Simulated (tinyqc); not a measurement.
# On-chip interconnect, size-dependent resistivity and RC delay: effects of single changes

A rectangular line between two neighbours and two ground planes. Surface and grain-boundary scattering are added to the bulk resistivity as corrections; capacitances are parallel-plate values without fringing; inductance is ignored.

Values chosen for this exercise; metal values close to those of copper:
```
symbol,value,unit,meaning
rho0,1.67,uohm cm,bulk resistivity
lam,41,nm,bulk mean free path
ps,0.5,,specular share of surface scattering
Rg,0.26,,reflection coefficient of grain boundaries
gr,2,,grain size over the metal width
wd,11,nm,drawn line width
AR,1.9,,"aspect ratio, height over width"
tl,1.3,nm,"liner on both walls and the bottom, not conducting"
sp,11,nm,space to the neighbouring lines
hd,24,nm,dielectric height to the planes above and below
ek,2.7,,relative permittivity of the dielectric
Mf,1,,Miller factor of the neighbours
Lw,390,um,line length
Rd,4000,ohm,driver resistance
Cl,0.079,fF,load capacitance
rho2,5.46,uohm cm,bulk resistivity of the second metal (close to molybdenum)
lam2,11,nm,mean free path of the second metal
tl2,0.4,nm,liner of the second metal
```

Constants: eps0 = 8.8541878128e-12 F/m. Results are converted to the units shown.

Each table varies one quantity; the others keep the values above.

## Delay against the reflection coefficient of grain boundaries

Metal width x = wd - 2 tl, height y = AR wd - tl; grain boundaries (Mayadas-Shatzkes): al = (lam/(gr x)) Rg/(1 - Rg), g = 1/[1 - 3 al/2 + 3 al^2 - 3 al^3 ln(1 + 1/al)] - 1; surfaces (Fuchs-Sondheimer, thick limit): s = (3/8) lam (1 - ps)(1/x + 1/y); rho = rho0 (1 + g + s); r = rho/(x y); c = eps0 ek (2 wd/hd + 2 Mf AR wd/sp). Elmore delay tE = Rd (c Lw + Cl) + r Lw (c Lw/2 + Cl); t50 is the time at which the far end of a ladder of 30 pi sections (half capacitances at both ends, Cl at the far end, a step applied through Rd) reaches half the step; line share r Lw/(Rd + r Lw); estimate 0.69 Rd (c Lw + Cl) + 0.38 r c Lw^2 + 0.69 r Lw Cl.

The same in every row: c (fF/um) = 0.1128.

Delay against the reflection coefficient of grain boundaries:

| Rg | rho (uohm cm) | r (ohm/um) | tE (ps) | t50 (ps) | estimate (ps) | line share of the resistance (%) |
|---|---|---|---|---|---|---|
| 0.05 | 4.164 | 252.9 | 2353 | 1782 | 1775 | 96.10 |
| 0.15 | 4.865 | 295.5 | 2719 | 2059 | 2054 | 96.65 |
| 0.25 | 5.734 | 348.3 | 3173 | 2403 | 2399 | 97.14 |
| 0.35 | 6.860 | 416.7 | 3762 | 2849 | 2846 | 97.60 |
| 0.45 | 8.388 | 509.5 | 4561 | 3454 | 3453 | 98.03 |
| 0.55 | 10.59 | 643.2 | 5712 | 4326 | 4327 | 98.43 |
| 0.65 | 14.05 | 853.1 | 7518 | 5694 | 5699 | 98.81 |
| 0.75 | 20.26 | 1231 | 1.077e4 | 8155 | 8167 | 99.17 |

As Rg goes from 0.05 to 0.75, r rises from 253 to 1230 ohm/um, c stays at 0.113 fF/um and t50 rises from 1780 to 8160 ps. t50/tE stays at 0.757, and the estimate is within 0.34 % of t50.

## Two metals against line width

Metal width x = wd - 2 tl, height y = AR wd - tl; grain boundaries (Mayadas-Shatzkes): al = (lam/(gr x)) Rg/(1 - Rg), g = 1/[1 - 3 al/2 + 3 al^2 - 3 al^3 ln(1 + 1/al)] - 1; surfaces (Fuchs-Sondheimer, thick limit): s = (3/8) lam (1 - ps)(1/x + 1/y); rho = rho0 (1 + g + s); r = rho/(x y). The second metal has rho2, lam2 and tl2 in place of rho0, lam and tl; ps, Rg, gr and AR are shared.

Two metals against line width:

| wd (nm) | rho, first (uohm cm) | rho, second (uohm cm) | r, first (ohm/um) | r, second (ohm/um) | ratio second/first |
|---|---|---|---|---|---|
| 5 | 15.36 | 12.91 | 7806 | 3377 | 0.4326 |
| 6.5 | 10.32 | 11.00 | 2395 | 1615 | 0.6741 |
| 8 | 8.022 | 9.872 | 1069 | 926.5 | 0.8669 |
| 10 | 6.371 | 8.933 | 486.4 | 522.0 | 1.073 |
| 13 | 5.060 | 8.094 | 207.9 | 273.0 | 1.313 |
| 17 | 4.146 | 7.454 | 92.88 | 144.2 | 1.553 |
| 22 | 3.524 | 6.990 | 44.86 | 79.64 | 1.775 |
| 30 | 2.995 | 6.575 | 19.62 | 39.78 | 2.027 |
| 45 | 2.534 | 6.200 | 7.098 | 16.48 | 2.322 |
| 70 | 2.218 | 5.934 | 2.498 | 6.467 | 2.588 |
| 120 | 1.987 | 5.736 | 0.7464 | 2.114 | 2.832 |

The resistivity of the first metal falls from 15.4 to 1.99 uohm cm and that of the second goes from 12.9 to 5.74 uohm cm as the line widens. The products rho0 lam, which set the size effect, are 68.5 and 60.1 uohm cm nm. The two resistances cross at wd = 9.24 nm: below it the second metal gives the lower line resistance. For widths well under the mean free path the thick-limit surface term is only a guide.

Range of the model: The metal width is under the mean free path, where the thick-limit surface term and the simple sum of corrections lose accuracy.

Program tinyqc, `OMP_NUM_THREADS=1 python tinyqc.py 2100039 2100040 out.jsonl`; Intel Xeon 2.30GHz, shared host, one thread, about 0.01 s.
